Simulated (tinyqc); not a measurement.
## Diameter from the threshold shift

Question. Undoped body with a flat potential across it, hard walls, transport along x. One isotropic valley (g = 1, mx = my = mz = me). Non-parabolicity enters the subband edges through E (1 + al E) = gamma, so E = 2 gamma/(1 + sqrt(1 + 4 al gamma)); motion within a subband is taken as parabolic with the band-edge mass. Energies are counted from the bulk band edge. gamma = C (2 z/(t + dl))^2 (1/my + 1/mz)/2, z the zeros of the Bessel functions J_l (2.404826, 3.831706, 5.135622, 5.520078, ...), twofold for l > 0; the mean inverse mass is an approximation for anisotropic valleys, C = hbar^2/(2 m0). Each subband has N_k = g sqrt(2 mx m0 kB T/(pi hbar^2)); without degeneracy n = exp(EF/Vt) sum N_k exp(-E_k/Vt). Classical value Nc times pi t^2/4, Nc = sum over valleys of 2 g (m m0 kB T/(2 pi hbar^2))^1.5 with m = (mx my mz)^(1/3). Threshold shift dVT = Vt ln(classical value/sum N_k exp(-E_k/Vt)). Find t and the lowest subband edge.

Values chosen for this exercise; masses close to those of InAs: temperature T = 77 K; mass at the band edge me = 0.0234 m0; non-parabolicity al = 2.7 1/eV; widening of the box by penetration into the insulator dl = 0.2 nm.

Constants: q = 1.602176634e-19 C, kB = 1.380649e-23 J/K, hbar = 1.054571817e-34 J s, m0 = 9.1093837015e-31 kg, Vt = kB T/q, hbar^2/(2 m0) = 0.0380998212 eV nm^2. Results are converted to the units shown.

dVT = 118.03502 mV

Solution. dVT is evaluated for trial values of t with all subbands; between 1.5 and 25 nm one value matches.

t = 13.9 nm
E_1 = 138 meV

Program tinyqc, `OMP_NUM_THREADS=1 python tinyqc.py 2350011 2350012 out.jsonl`; Intel Xeon 2.30GHz, shared host, one thread, about 0.1 s.
